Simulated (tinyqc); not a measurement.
Inside a calculation. Model: two-band model of a narrow-gap semiconductor with electrons and holes. Computed by tinyqc, a small Python program that keeps every step. Command: `OMP_NUM_THREADS=1 python tinyqc.py 3007895 3007896 out.jsonl bipolar walk`. One thread of a shared host (Intel(R) Xeon(R) Processor @ 2.30GHz), about 0.05 s of CPU time with the checks. Intermediate numbers are printed to about 6 digits and carried at full precision; extremes and crossings named in words are read from the listed rows.

Two parabolic bands with acoustic scattering (r = -1/2, a = 0), a gap that does not change with T, and fully ionised dopants. Melting is ignored, so values above the melting point are formal, and kappa_L does not change with T. eta_n = (E_F - E_c)/(k_B T), eta_p = -eta_n - E_g/(k_B T).

Inputs (values chosen for the exercise, for a model material):
```
quantity                                value        unit
electron mass m_n                         1.1         m_0
hole mass m_p                            0.17         m_0
electron mobility parameter mu_300,n      540  cm^2/(V s)
hole mobility parameter mu_300,p         1200  cm^2/(V s)
temperature exponent p                    1.5           -
band gap E_g                             0.29          eV
net doping N                          4.5e+16      1/cm^3
lattice thermal conductivity kappa_L     0.85     W/(m K)
temperature T                             710           K
```

Doping: p-type.

Constants: k_B = 8.617333262e-05 eV/K; m_0 = 9.1093837015e-31 kg; k_B = 1.380649e-23 J/K; hbar = 1.054571817e-34 J s; e = 1.602176634e-19 C.

## Fermi level

With x = E/(k_B T), a = alpha k_B T (0 for a parabolic band), G = x (1 + a x), D = 1 + 2 a x and <y> = int y f (1 - f) dx, f = 1/(1 + exp(x - eta)): tau = tau_0 G^r/D; transport function s = G^(3/2 + r)/D^2; n = N_0 <G^(3/2)> with N_0 = (2 m k_B T)^(3/2)/(3 pi^2 hbar^3). Integrals over x = E/(k_B T) use 160 Gauss-Legendre points in u = sqrt(x) from 0 to sqrt(max(eta, 0) + 32). Neutrality: p - n = N, with n = N_0(m_n) <x^(3/2)> at eta_n and p = N_0(m_p) <x^(3/2)> at eta_p.

eta_n = -3.83954

eta_p = -0.900330

## Each band alone

sigma = e mu_0 N_0 <s> with mu_0 = e tau_0/m = mu_300 (T/300 K)^(-p); |S| = (k_B/e)(<x s>/<s> - eta); Lorenz number L = (k_B/e)^2 (<x^2 s>/<s> - (<x s>/<s>)^2); kappa_e = L sigma T; zT = S^2 sigma T/(kappa_L + kappa_e). Hall factor r_H = <x^(3/2)> <x^(1/2)>/<s>^2.

Partial coefficients:
```
band       sigma (S/cm)  |S| (microvolt/K)  L (1e-8 V^2/K^2)  density (1/cm^3)  Hall factor
electrons       40.0874            504.132           1.48912       2.24956e+18      1.17658
holes           86.7620            265.182           1.54838       2.29456e+18      1.15532
```

The minority carriers have the larger |S|, since the Fermi level lies farther from their band; they carry 32 % of the conductivity.

## Both bands together

Both bands together (these totals replace the one-band zT): sigma = sigma_n + sigma_p; S = (sigma_p |S_p| - sigma_n |S_n|)/sigma; kappa_bip = (sigma_n sigma_p/sigma)(|S_n| + |S_p|)^2 T; kappa_e = (L_n sigma_n + L_p sigma_p) T; zT = S^2 sigma T/(kappa_L + kappa_e + kappa_bip); weak-field R_H = (r_p sigma_p^2/p - r_n sigma_n^2/n)/(e sigma^2), where the Hall factors r_n and r_p are <x^(3/2)> <x^(1/2)>/<s>^2.

conductivity sigma = 126.849 S/cm

Seebeck coefficient S = 22.0609 microvolt/K

bipolar thermal conductivity = 1.15217 W/(m K)

kappa_e = 0.137765 W/(m K)

zT = 0.00204830

Hall coefficient R_H = 1.14417 cm^3/C

The minority band lowers |S| from 265 to 22 microvolt/K, and bipolar flow adds 54 % of the thermal conductivity.

## The maximum of |S| and the Goldsmid-Sharp gap

T_max maximises |S| of the majority sign between 150 and 1200 K; the Goldsmid-Sharp estimate is E_g = 2 e |S_max| T_max.

T_max = 240.209 K

|S_max| = 451.883 microvolt/K

Goldsmid-Sharp gap = 0.217093 eV

estimate over true gap = 0.748596

The estimate is 0.75 times the true gap. The weighted-mobility ratio of majority to minority carriers, mu m^(3/2), is 0.135; a ratio below 1 brings the onset forward and lowers the estimate.

## Against temperature

The formulas are those given above.

The same sample:
```
T (K)   n (1/cm^3)   p (1/cm^3)  sigma (S/cm)  S (microvolt/K)  kappa_bip (W/(m K))           zT  R_H (cm^3/C)
150    2.48847e+10  4.50000e+16        18.217          399.551          3.57552e-07  5.10740e-02   1.62702e+02
200    1.62319e+13  4.50162e+16        11.881          436.096          1.25283e-04  5.29382e-02   1.62820e+02
250    9.03856e+14  4.59039e+16         8.761          450.097          4.34686e-03  5.17392e-02   1.56412e+02
300    1.18872e+16  5.68872e+16         8.962          355.134          3.65440e-02  3.80782e-02   1.03089e+02
350    5.37462e+16  9.87462e+16        14.035          208.620          1.07633e-01  2.21561e-02   4.24519e+01
400    1.40659e+17  1.85659e+17        23.212          129.478          2.03540e-01  1.45823e-02   1.84048e+01
500    4.94593e+17  5.39593e+17        50.482           66.354          4.56053e-01  8.26882e-03   5.39605e+00
600    1.14629e+18  1.19129e+18        85.224           39.389          7.68111e-01  4.67874e-03   2.29740e+00
750    2.75365e+18  2.79865e+18       142.097           17.374          1.29829e+00  1.39153e-03   9.26501e-01
900    5.12365e+18  5.16865e+18       197.286            4.201          1.86289e+00  1.04836e-04   4.82015e-01
1050   8.21412e+18  8.25912e+18       247.309           -4.651          2.44030e+00  1.51906e-04   2.91884e-01
1200   1.19678e+19  1.20128e+19       291.415          -10.992          3.02150e+00  9.54940e-04   1.95183e-01
```

Among the rows where S keeps the majority sign, zT is largest at 200 K and |S| at 250 K. Among these rows sigma is least at 250 K; at higher T thermal pairs outweigh the falling mobility. S changes sign between 900 and 1050 K. kappa_bip reaches 3.02 W/(m K) at the last row, 3.55 times kappa_L.

Checks made by the program: neutrality (relative difference below 1e-10).
